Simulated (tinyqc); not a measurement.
One anharmonic mode: perturbation theory, self-consistent phonons and exact levels: one step, computed by the program tinyqc. Command: `OMP_NUM_THREADS=1 python tinyqc.py 3012899 3012900 out.jsonl scp walk`. One thread of a shared host (Intel(R) Xeon(R) Processor @ 2.30GHz), about 0.04 s of CPU time with the checks.

V(x) = k x^2/2 + b x^4 for one coordinate x of mass M. A constant K > 0 gives hbar Omega = sqrt((hbar^2/u) K/M) with K in eV/angstrom^2 and M in u.

Task: Shape of the double well. Minima at x_0 = sqrt(-k/(4 b)), depth k^2/(16 b), curvature -2k there.

Inputs (values chosen for the exercise, for a model mode): mode mass M = 58.3 u; harmonic constant k = -15.9 eV/angstrom^2; quartic constant b = 714 eV/angstrom^4.

Shape: double well.

Constants: hbar^2/u = 4.18015928e-03 eV angstrom^2.

Give: x_0; well depth; harmonic quantum in a well; depth / zero-point energy of a well.

Result:

x_0 = 0.07461 angstrom

well depth = 22.13 meV

harmonic quantum in a well = 47.75 meV

depth / zero-point energy of a well = 0.9269

The lowest levels lie near the top of the barrier.
